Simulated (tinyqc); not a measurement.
Photoconductance decay in a wafer: bulk and surface recombination modes, and iron detection by pair splitting: one step, computed by the program tinyqc. Command: `OMP_NUM_THREADS=1 python tinyqc.py 3113309 3113310 out.jsonl pcd walk`. One thread of a shared host (Intel(R) Xeon(R) Processor @ 2.30GHz), about 0.01 s of CPU time with the checks.

Both faces of the wafer have the same S; injection is low and all coefficients are constant. x runs from -W/2 to W/2.

Question. Decay rates of the even modes. Even modes cos(a x) obey b tan b = S W/(2 D) with b = a W/2, odd modes sin(a x) obey -b cot b = S W/(2 D); each decays at the rate 1/tau_b + D a^2.

Inputs (values chosen for the exercise, modelled on p-type silicon):

| quantity | value | unit |
|---|---|---|
| thickness W | 525 | micrometre |
| diffusivity D | 24.5 | cm^2/s |
| bulk lifetime tau_b without iron | 220 | microsecond |
| surface recombination velocity S | 360 | cm/s |

Give: the table «The first four even modes: b, surface rate and decay time» with the columns b_n, surface rate D a^2 (1/s), decay time (microsecond), for n = 0, 1, 2, 3.

Answer.

The first four even modes: b, surface rate and decay time:

| n | b_n | surface rate D a^2 (1/s) | decay time (microsecond) |
|---|---|---|---|
| 0 | 0.584 | 1.212e+04 | 60.01 |
| 1 | 3.259 | 3.777e+05 | 2.62 |
| 2 | 6.344 | 1.431e+06 | 0.70 |
| 3 | 9.466 | 3.186e+06 | 0.31 |
